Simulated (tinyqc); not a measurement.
## Via and link resistance from two via chains

Inverse problem. A chain of 1000 vias joined by 1000 metal links has R = 1000 (Rv + Rlink), with Rlink proportional to the link length. Find Rv, Rlink for length L, and the value of Rv that the short chain would give if the links were ignored.

resistance of chains of 1000 links with link lengths L and 3 L (ohm): 7200  11600

Answer. R per link is a straight line in the link length; its intercept at zero length is Rv.

Rv = 5.00 ohm
Rlink = 2.20 ohm
Rv without correction = 7.20 ohm

Program tinyqc, `OMP_NUM_THREADS=1 python tinyqc.py 2750125 2750126 out.jsonl`; Intel Xeon 2.30GHz, shared host, one thread, about 0.01 s.
